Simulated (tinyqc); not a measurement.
Field-effect mobility of a thin-film transistor with band-tail and deep states (multiple trapping): one step, computed by the program tinyqc.

A thick film in accumulation at small drain voltage. Only free electrons move; trapped ones still screen the gate. N_c and mu_0 are held fixed when T changes, leaving out the T^(3/2) growth of N_c. x = E_0 - psi is the distance of the Fermi level below the band edge.

Problem. Free and trapped densities. F_j(eta) = int_0^infinity x^j/(1 + exp(x - eta)) dx, without a gamma-function factor. Integrals over x = E/(k_B T) use 160 Gauss-Legendre points in u = sqrt(x) from 0 to sqrt(max(eta, 0) + 32). Free n(x) = N_c (2/sqrt(pi)) F_1/2(-x/k_B T), with F_1/2 from its two-term series in exp(-x/k_B T) for x >= 12 k_B T; tail n_t(x) = int_0^1.2eV g_t exp(-E/E_t)/(1 + exp((x - E)/k_B T)) dE, E counted down from the edge, 120 Gauss-Legendre points; deep charge g_d psi; space charge rho(psi) = n + n_t + g_d psi less its value at psi = 0.

Inputs (values chosen for the exercise, modelled on amorphous silicon):
```
quantity,value,unit
effective density of states N_c,1.8e+20,1/cm^3
tail density at the edge g_t,2.7e+21,1/(eV cm^3)
tail width E_t,49,meV
temperature T,350,K
```

Deep states: included.

Constants: k_B = 8.617333262e-05 eV/K.

Give: Local densities at x = 0.4, 0.3, 0.2, 0.15, 0.1, 0.05, 0 and -0.05 eV.

Solution.

Local densities at x = 0.4, 0.3, 0.2, 0.15, 0.1, 0.05, 0 and -0.05 eV:
```
x (eV),n (1/cm^3),n_t (1/cm^3),n/(n + n_t)
0.40,3.1299e+14,7.7605e+16,0.00402
0.30,8.6190e+15,5.9001e+17,0.01440
0.20,2.3724e+17,4.3401e+18,0.05183
0.15,1.2425e+18,1.1353e+19,0.09865
0.10,6.4541e+18,2.7939e+19,0.18766
0.05,3.2203e+19,6.0205e+19,0.34849
0.00,1.3773e+20,1.0026e+20,0.57871
-0.05,4.2254e+20,1.2369e+20,0.77356
```

E_t/k_B T = 1.62: deep in the tail n_t follows exp(-x/E_t), more slowly than n, so the free share grows as the Fermi level rises.
